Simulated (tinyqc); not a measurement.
One-sided p+-n junction, ionisation integral and breakdown: two steps of the calculation.

A p+ layer at x < 0 and an n drift layer from x = 0. Depletion approximation, built-in voltage neglected. Local ionisation coefficients alpha_n = an exp(-(bn/E)^mx), alpha_p = ap exp(-(bp/E)^mx). Electrons move towards +x, holes towards x = 0.

Values chosen for this exercise; material values close to those of 4H silicon carbide:
```
symbol   value   unit                                           meaning
eps_r     9.63                                    relative permittivity
an      1.72e8   1/cm  prefactor of the electron ionisation coefficient
bn      3.25e7   V/cm                      field constant for electrons
ap      3.49e8   1/cm      prefactor of the hole ionisation coefficient
bp       2.4e7   V/cm                          field constant for holes
mx           1                                                 exponent
N       1.3e16  cm^-3                  donor density of the drift layer
V          881      V                                   reverse voltage
fr         0.4         share of the depleted width that the grid covers
```

Constants: q = 1.602176634e-19 C, eps0 = 8.8541878128e-14 F/cm where lengths are in cm. Results are converted to the units shown.

Question 1. Field and ionisation coefficients on a grid. W = sqrt(2 eps0 eps_r V/(q N)), peak field E0 = q N W/(eps0 eps_r), falling linearly to 0 at W. Grid: 10 equal steps from 0 to fr W.

Find: W; x; E; alpha_n; alpha_p.

Answer 1.

W = 8.4930 um

```
point	x (um)	E (kV/cm)	alpha_n (1/cm)	alpha_p (1/cm)
0	0.0000	2074.6	27.048	3302.1
1	0.3397	1991.7	14.082	2039.1
2	0.6794	1908.7	6.9269	1207.6
3	1.0192	1825.7	3.1945	681.85
4	1.3589	1742.7	1.3685	364.61
5	1.6986	1659.7	0.53863	183.14
6	2.0383	1576.7	0.19218	85.555
7	2.3781	1493.7	0.061147	36.727
8	2.7178	1410.8	0.017004	14.273
9	3.0575	1327.8	0.0040293	4.9290
10	3.3972	1244.8	7.8803e-4	1.4771
```

Question 2. Ionisation integrals by the trapezoid rule. G(x) = integral from 0 to x of (alpha_n - alpha_p); I_n = integral of alpha_n exp(-G) (electrons injected at x = 0), I_p = integral of alpha_p exp(G(end) - G) (holes injected at the far edge); M = 1/(1 - I). All integrals by the trapezoid rule on the grid.

```
point	x (um)	alpha_n (1/cm)	alpha_p (1/cm)
0	0.0000000	27.048216	3302.0505
1	0.3397219	14.081991	2039.1475
2	0.6794439	6.9269095	1207.5650
3	1.0191658	3.1945056	681.84729
4	1.3588877	1.3685317	364.60565
5	1.6986096	0.53863079	183.13582
6	2.0383316	0.19217626	85.554770
7	2.3780535	0.061147108	36.727360
8	2.7177754	0.017003699	14.273445
9	3.0574973	0.0040293209	4.9290163
10	3.3972193	7.8803484e-4	1.4771431
```

Wanted: G; alpha_n exp(-G); I_n; I_p; M_n; M_p.

Answer 2.

```
point	G	alpha_n exp(-G) (1/cm)
0	0.00000	27.048
1	-0.09003	15.409
2	-0.14482	8.006
3	-0.17674	3.812
4	-0.19444	1.662
5	-0.20371	0.660
6	-0.20826	0.237
7	-0.21034	0.075
8	-0.21120	0.021
9	-0.21153	0.005
10	-0.21163	0.001
```

I_n = 0.0014748
I_p = 0.19064
M_n = 1.0015
M_p = 1.2355

Computed by the program tinyqc: `OMP_NUM_THREADS=1 python tinyqc.py 2120065 2120066 out.jsonl`, one thread of a shared Intel Xeon 2.30GHz, about 0.06 s for the whole run.
